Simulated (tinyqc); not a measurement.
From results back to parameters: Shockley-Read-Hall recombination through one deep level. Three cases, with inputs chosen for the exercise.

Problem. Deep-level transient spectroscopy: the emission rate is en = gam sigma T^2 exp(-dE/kB T), dE = Ec - Et. Two rates were computed from hidden dE and sigma.

Constants: kB = 8.617333262e-05 eV/K.

Find: ln(en/T^2) at T1 and T2; dE; sigma.

Method. ln(en/T^2) against 1/T is a line of slope -dE/kB and intercept ln(gam sigma); plotting ln en alone would overstate dE by about 2 kB T.

Case 1.

Values chosen (out of a larger set: gap and densities of states near those of Si at this temperature; not measured data): gam = 5.3e+21 1/(cm^2 s K^2) (vth Nc/T^2, which does not depend on T); T1 = 170 K; T2 = 203 K.

en(T1) = 21.3625 1/s
en(T2) = 1514.00 1/s

Solution.

ln(en/T^2) at T1 and T2: -7.2100  -3.3039

dE = 0.352 eV
sigma = 3.8e-15 cm^2

Case 2.

Values chosen (out of a larger set: gap and densities of states near those of Si at this temperature; not measured data): gam = 5.3e+21 1/(cm^2 s K^2) (vth Nc/T^2, which does not depend on T); T1 = 269 K; T2 = 304 K.

en(T1) = 89.6024 1/s
en(T2) = 1810.77 1/s

Solution.

ln(en/T^2) at T1 and T2: -6.6940  -3.9325

dE = 0.556 eV
sigma = 6.1e-15 cm^2

Case 3.

Values chosen (out of a larger set: gap and densities of states near those of Ge at this temperature; not measured data): gam = 1.6e+21 1/(cm^2 s K^2) (vth Nc/T^2, which does not depend on T); T1 = 114 K; T2 = 137 K.

en(T1) = 0.713169 1/s
en(T2) = 57.1433 1/s

Solution.

ln(en/T^2) at T1 and T2: -9.8104  -5.7944

dE = 0.235 eV
sigma = 8.4e-16 cm^2

Computed by tinyqc, one run a case: `OMP_NUM_THREADS=1 python tinyqc.py N N+1 out.jsonl` with N = 1682019, 1682079, 1682093; one thread of a shared Intel(R) Xeon(R) Processor @ 2.30GHz, about 0.01 s a run at most.
